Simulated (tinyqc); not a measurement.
Classical Heisenberg spin chain: exact results, Metropolis, heat-bath and over-relaxation steps, and a Monte Carlo run: one step, computed by the program tinyqc.

E = -J sum_i s_i . s_(i+1) for unit vectors s_i on an open chain; K = J/(k_B T).

Problem. Exact results. Each bond angle is independent, so u = <s_i . s_(i+1)> = coth K - 1/K, <s_i . s_(i+n)> = u^n, correlation length xi = -1/ln|u|, energy per bond -J u, heat capacity per bond c/k_B = 1 - K^2/sinh^2 K, and for the long chain chi = mu^2 (1 + u)/(3 k_B T (1 - u)) per spin.

Inputs (values chosen for the exercise, for a model chain of large moments): coupling J = 36 meV; temperature T = 352 K; moment mu = 5.7 mu_B.

Constants: k_B = 8.617333262e-05 eV/K; mu_B = 5.7883818060e-05 eV/T.

Give: K; u; xi; energy per bond; heat capacity; chi over the Curie value; chi.

Solution.

K = 1.187

u = 0.3628

xi = 0.9864 sites

energy per bond = -13.06 meV

heat capacity = 0.3619 k_B/bond

chi over the Curie value = 2.139

chi = 0.04420 mu_B/T per spin
